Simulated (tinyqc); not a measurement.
# Read current of a NAND string, cells in series solved by shooting: effects of single changes

Cells in series, numbered from 0 at the source line (0 V) to the bit line, each followed by a gap resistance Rg. A cell with gate Vg, threshold VT, source Vs and drain Vd passes I = 2 nf K Vt^2 [F(Vs) - F(Vd)]/(1 + th max(Vg - VT, 0)), F(V) = ln^2(1 + exp((Vg - VT - nf V)/(2 nf Vt))). The selected cell has Vg = Vr, the others Vg = Vp.

Parameters, values chosen for the exercise; values of the order met in vertical NAND strings: temperature T = 358 K; gain factor of a cell K = 12 uA/V^2; slope factor nf = 1.6; mobility reduction factor th = 0.04 1/V; resistance of the gap between cells Rg = 2.6 kohm; bit-line voltage Vbl = 0.7 V; pass voltage Vp = 6.9 V; threshold of an erased cell Ve = -1.5 V; threshold of the highest state Vh = 3.7 V; threshold of the selected cell Vx = 0.5 V; sensing current Is = 10 nA; read voltage on the selected word line Vr = 1.63 V.

Constants: q = 1.602176634e-19 C, kB = 1.380649e-23 J/K, Vt = kB T/q. Results are converted to the units shown.

Each table varies one quantity; the others keep the values above.

## Read current against the number of cells

For a trial current I start at 0 V and, cell by cell, solve for the drain: sqrt(F(Vd)) = sqrt(F(Vs) - I/k), k = 2 nf K Vt^2/(1 + th max(Vg - VT, 0)), Vd = [Vg - VT - 2 nf Vt ln(exp(sqrt F) - 1)]/nf, then add I Rg. The string current is the I for which the last node reaches Vbl. The apparent threshold is the Vr at which I = Is. Background: all other cells erased (VT = Ve) or all in the highest state (VT = Vh); ratio and shift are high over erased and high minus erased. The selected cell is in the middle, cell n/2.

Results:
columns A: n; B: I, others erased (uA); C: I, others high (uA); D: ratio; E: apparent VT, erased (V); F: apparent VT, high (V); G: background shift (mV)
```
A         B        C       D       E       F      G
8     2.515    1.654  0.6578  0.4640  0.4650  1.032
16    1.711   0.9671  0.5654  0.4650  0.4671  2.066
32    1.036   0.5252  0.5068  0.4670  0.4712  4.136
64   0.5776   0.2739  0.4742  0.4711  0.4794  8.289
128  0.3061   0.1399  0.4571  0.4792  0.4959  16.65
192  0.2082  0.09397  0.4513  0.4874  0.5125  25.12
```

Estimate the missing row, n = 96.

Computed row:
columns A: n; B: I, others erased (uA); C: I, others high (uA); D: ratio; E: apparent VT, erased (V); F: apparent VT, high (V); G: background shift (mV)
```
A        B       C       D       E       F      G
96  0.4002  0.1853  0.4629  0.4752  0.4876  12.46
```

With this row back in the table: With erased neighbours the current falls from 2.51 to 0.208 uA, as n^(-0.56) between the first two rows and n^(-0.95) between the last two (-1 once the series resistance rules). The ratio falls from 0.658 to 0.451 and the background shift rises from 1.03 to 25.1 mV.

## Effect of the read voltage on the selected word line

Same model as above.

The string has 32 cells and the selected one is cell 16.

The same in every row: apparent VT, erased (V) = 0.4670; apparent VT, high (V) = 0.4712; background shift (mV) = 4.136.

Result of one run:
```
Vr (V)  I, others erased (uA)  I, others high (uA)   ratio
0.2                  7.991e-5             7.986e-5  0.9993
```

What becomes of these results when the read voltage on the selected word line Vr is changed from 0.2 to 1.8 V, all else the same?

Result of the changed run:
```
Vr (V)  I, others erased (uA)  I, others high (uA)   ratio
1.8                     1.091               0.5377  0.4927
```

The whole series:
```
Vr (V)  I, others erased (uA)  I, others high (uA)   ratio
0.2                  7.991e-5             7.986e-5  0.9993
0.6                   0.05028              0.04224  0.8402
1                      0.4120               0.2750  0.6674
1.4                    0.8980               0.4922  0.5481
1.8                     1.091               0.5377  0.4927
2.2                     1.164               0.5537  0.4756
2.6                     1.203               0.5619  0.4672
3                       1.227               0.5670  0.4621
```

As Vr goes from 0.2 to 3 V, the current with erased neighbours rises from 7.99e-5 to 1.23 uA, that with high neighbours rises from 7.99e-5 to 0.567 uA and the ratio falls from 0.999 to 0.462. The apparent thresholds do not depend on Vr.

Numbers from tinyqc (`OMP_NUM_THREADS=1 python tinyqc.py 2142154 2142155 out.jsonl`; about 0.6 s on one thread of a shared Intel Xeon 2.30GHz).
